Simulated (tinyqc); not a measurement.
# Avrami exponent and activation energy from three anneals

Problem. Isothermal crystallisation follows X = 1 - exp(-(k t)^n) with k proportional to exp(-Ec q/(kB T)). Find n, k at both temperatures and Ec.

Constants: q = 1.602176634e-19 C, kB = 1.380649e-23 J/K. Results are converted to the units shown.

X at (421 K, 530 s), (421 K, 1060 s) and (441 K, 40 s): 0.19789943  0.82867112  0.39877384

Answer. -ln(1 - X) = (k t)^n: the two times give n, and the two rates give Ec.

n = 3.00
k at 421 K = 0.00114 1/s
k at 441 K = 0.0200 1/s
Ec = 2.29 eV

Computed by the program tinyqc: `OMP_NUM_THREADS=1 python tinyqc.py 2490022 2490023 out.jsonl`, one thread of a shared Intel Xeon 2.30GHz, about 0.04 s for the whole run.
